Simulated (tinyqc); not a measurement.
Worked calculation: Koster-Slater impurity in a tight-binding band, by Green functions and by supercells. Computed by tinyqc, a small Python program that keeps every step. Command: `OMP_NUM_THREADS=1 python tinyqc.py 3024692 3024693 out.jsonl kosterslater walk`. One thread of a shared host (Intel(R) Xeon(R) Processor @ 2.30GHz), about 0.07 s of CPU time with the checks. Intermediate numbers are printed to about 7 digits and carried at full precision; extremes and crossings named in words are read from the listed rows.

One orbital per site, e(k) = -2 t sum cos(k_i) over 3 direction(s), band from -6 t to 6 t, lattice constant 1. One site has the extra energy U. Spin is left out.

Inputs (values chosen for the exercise, for a model band):
```
quantity                  value      unit
hopping t                   1.5        eV
impurity potential U      -12.6        eV
supercell edge N              4     sites
energy inside the band E   2.32        eV
broadening eta             0.12        eV
impurity concentration c  0.004  per site
```

Lattice: simple cubic.

Constants: hbar = 6.582119569e-16 eV s.

## The host Green function outside the band

Outside the band G0(E) = (1/pi) int_0^pi dk (2/(pi z)) K(16 t^2/z^2), z = E + 2 t cos k, K the complete elliptic integral with parameter m; 200 Gauss-Legendre points. A bound state solves 1/U = G0(E). Energies: 0.05, 0.2, 0.5, 1, 2, 4 and 8 t beyond the band edge on the side of U, rounded to four digits.

Scan on the side of U:
```
E (eV)    G0 (1/eV)  1/U - G0 (1/eV)
-9.075   -0.1562942       0.07692911
-9.300   -0.1437393       0.06437425
-9.750   -0.1292484       0.04988336
-10.500  -0.1136825       0.03431746
-12.000  -0.0939543       0.01458925
-15.000  -0.0714314      -0.00793372
-21.000  -0.0492018      -0.03016331
```

G0 stays finite at the band edge, 0.252731/t in size, so binding needs |U| > 3.957 t.

## The bound state

Bisection in ln(distance from the edge) between 1e-5 t and |U| + t. Weight on the impurity site: -1/(U^2 dG0/dE), by a central difference with step min(1e-4 t, distance/30). Decay length along an axis: 1/arccosh(1 + distance/(2 t)).

level E_b = -13.72217 eV

distance from the band edge = 4.722175 eV

weight on the impurity site = 0.9019786

decay length = 0.6255610 sites

The state is compact: most of it sits on the impurity.

## Green function inside the band

Inside the band G0(z), z = E + i eta, comes from the chain form 1/(sqrt(y - 2t) sqrt(y + 2t)) (principal roots) at y = z + 2 t cos k + 2 t cos k', averaged over k and k' in (0, pi) with 200 Gauss-Legendre points each.

G0(E + i eta) = 0.1126287-0.2926885i 1/eV

## Scattering

T = U/(1 - U G0); phase shift delta = -arg(1 - U G0) in (-pi, pi]; host density of states -Im G0/pi; on the impurity -Im[G0/(1 - U G0)]/pi; lifetime of a band state hbar/(-2 c Im T).

T matrix = -1.566936-2.388744i eV

phase shift delta = 0.9902384 rad

host density of states = 0.09316566 1/eV

density of states on the impurity = 0.004789374 1/eV

scattering lifetime = 34.44341 fs

The Born approximation would take Im T = U^2 Im G0 = -46.5 eV, 19.5 times the full value.

## The level in the supercell

In a periodic cell of N sites along each direction with Bloch vector K, the level solves 1/U = N^-d sum_k 1/(E - e(k)), k_i = (2 pi m_i + K_i)/N, m_i = 0..N-1; the outermost root on the side of U is taken (bisection). d is the number of directions. Gamma means K_i = 0, the zone corner K_i = pi, the quarter point K_i = pi/2. The error is measured against the isolated level E_b.

level at Gamma = -13.74673 eV

level at the corner = -13.69906 eV

level at the quarter point = -13.72216 eV

error at Gamma = -0.02455274 eV

width between Gamma and the corner = 0.04766980 eV

Images turn the level into a band 0.0477 eV wide; the quarter point misses the isolated level by 1.8e-5 eV, far less than Gamma, because the leading hopping between images averages out there.

## Convergence with cell size

Even N; errors against the isolated level E_b, set to 0 below 1e-6 t.

Error of the level (eV):
```
N   sites          Gamma        corner  quarter point
2       8  -1.114569e+00  1.122175e+00   2.311707e-02
4      64  -2.455274e-02  2.311707e-02   1.777761e-05
6     216  -6.151304e-04  6.046450e-04              0
8     512  -1.784927e-05  1.777761e-05              0
10   1000              0             0              0
12   1728              0             0              0
```

The error at Gamma falls exponentially, between the last two resolved rows by exp(-1.770) per site against 1/(decay length) = 1.599; the rest is the power-law prefactor of the Green function. Gamma and the corner err in opposite directions. Among the sizes listed an error below 1 meV is first reached at N = 6 at Gamma; at the quarter point N = 4 is enough.

## Phase shift across the band

delta/pi = -arg(1 - U G0)/pi counts the states added below E (Friedel); host DOS = -Im G0/pi, DOS on the impurity = -Im[G0/(1 - U G0)]/pi; 13 evenly spaced energies from -(band edge + |U| + 2t) to +(band edge + |U| + 2t).

Across the spectrum:
```
E (eV)  Re G0 (1/eV)  host DOS (1/eV)  DOS on the impurity (1/eV)   delta/pi
-24.6     -0.0416110       0.00006778                  0.00029952  0.0017953
-20.5     -0.0504873       0.00010104                  0.00076306  0.0034986
-16.4     -0.0644991       0.00016933                  0.00481997  0.0113854
-12.3     -0.0909521       0.00036555                  0.01698324  0.9685543
-8.2      -0.1694151       0.01346734                  0.00856934  0.8601894
-4.1      -0.1966582       0.05569645                  0.00790599  0.6879752
0.0        0.0000000       0.09355386                  0.00635815  0.4160479
4.1        0.1966582       0.05569645                  0.00328468  0.1798403
8.2        0.1694151       0.01346734                  0.00133207  0.0536205
12.3       0.0909521       0.00036555                  0.00007937  0.0021463
16.4       0.0644991       0.00016933                  0.00005153  0.0011770
20.5       0.0504873       0.00010104                  0.00003774  0.0007781
24.6       0.0416110       0.00006778                  0.00002917  0.0005603
```

delta/pi starts and ends near zero (+0.002 and +0.001): the impurity moves states but creates none. delta/pi rises at the bound state below the band (-13.722 eV), reaches 0.97 among these rows (1 in the limit of small eta, just above the level) and is paid back by the top of the band.

Checks made by the program: G0 at the level by a direct sum over directions (relative difference below 1e-10).
